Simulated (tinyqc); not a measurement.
The coupled modes against doping: free-carrier optics of a doped semiconductor (Drude model with one polar phonon).

eps(E) = ei [1 - Ep^2/(E^2 + i E Gam)] + (es - ei) wT^2/(wT^2 - E^2 - i E gT), with Ep^2 = 8 pi c (e^2/(4 pi eps0)) N/(m ei), c = hbar^2/2m0, N in 1/angstrom^3 (1e-24 per 1/cm^3); Gam = hbar/tau, tau = mu m m0/e with m0/e = 5.685630e-12 kg/C and mu in m^2/(V s). Energies in meV.

Constants: hbar^2/2m0 = 3.80998211 eV angstrom^2; e^2/(4 pi eps0) = 14.39964547 eV angstrom.

Inputs chosen for the exercise (mass and dielectric values near those of InSb; N and mu are free inputs; interband absorption and the rise of the mass with filling are left out; not measured data): m = 0.0136 m0 (conductivity mass); ei = 15.44 (high-frequency dielectric constant); wT = 22.1 meV (TO phonon); es = 16.7 (static dielectric constant).

L-, L+ solve E^4 - (wL^2 + Ep^2) E^2 + Ep^2 wT^2 = 0, wL = wT sqrt(es/ei); damping left out; energies in meV.

Modes:
```
N (1/cm^3)      Ep     L-      L+  Ep sqrt(ei/es)
2.0e+15       3.62   3.48   23.01            3.48
8.0e+15       7.25   6.94   23.08            6.97
2.0e+16      11.46  10.89   23.26           11.02
5.0e+16      18.12  16.62   24.09           17.42
8.0e+16      22.92  19.55   25.91           22.04
2.0e+17      36.24  21.60   37.08           34.85
3.0e+17      44.38  21.81   44.97           42.68
8.0e+17      72.48  22.01   72.78           69.69
2.0e+18     114.60  22.07  114.78          110.19
```

wL = 22.98 meV

At low density L- follows Ep sqrt(ei/es) (3.48 against 3.48), a plasmon screened by the lattice, and L+ starts at wL. At the highest density L- has come within 0.03 meV of wT, since the carriers screen the field that lifts wL, and L+ is within 0.18 meV of Ep. The branches are closest, 6.37 meV, at 8e+16 1/cm^3 of those listed. The mass is held fixed, while in a real band it rises with filling.

Program tinyqc; command `OMP_NUM_THREADS=1 python tinyqc.py 1681198 1681199 out.jsonl`; about 0.01 s on one thread of a shared Intel(R) Xeon(R) Processor @ 2.30GHz.
